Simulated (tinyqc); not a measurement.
Schottky barrier with interface states (Cowley-Sze model), image lowering and contact resistance: one step, computed by the program tinyqc. Command: `OMP_NUM_THREADS=1 python tinyqc.py 3010827 3010828 out.jsonl pinning walk`. One thread of a shared host (Intel(R) Xeon(R) Processor @ 2.30GHz), about 0.01 s of CPU time with the checks.

An n-type semiconductor under a metal. The barrier lies between the Schottky-Mott limit phi_M - chi and the Bardeen limit E_g - E_n, E_n being the neutrality level of the interface states; the space-charge term of the full Cowley-Sze expression is left out.

Question. Thermionic current. A* = 4 pi e m_e M_c k_B^2/h^3 (a simple valley count); J_s = A* T^2 exp(-phi/k_B T). J_0 uses phi_B; the reverse current uses phi_B less the image lowering, times 1 - exp(-V_r/k_B T).

Inputs (values chosen for the exercise, with gap, mass and screening modelled on 4H-SiC):
```
quantity,value,unit
electron mass m_e,0.39,m_0
valleys M_c,3,-
temperature T,425,K
reverse bias V_r,3.1,V
```

Pinning factor from: interface states.

barrier phi_B = 1.189845 eV

image lowering = 0.05523173 eV

Constants: e = 1.602176634e-19 C; m_0 = 9.1093837015e-31 kg; k_B = 1.380649e-23 J/K; h = 6.62607015e-34 J s; k_B = 8.617333262e-05 eV/K.

Give: Richardson constant A*; J_0; thermionic reverse current.

Answer.

Richardson constant A* = 140.6 A cm^-2 K^-2

J_0 = 1.973e-07 A/cm^2

thermionic reverse current = 8.916e-07 A/cm^2

Image lowering raises the reverse current by a factor 4.52.
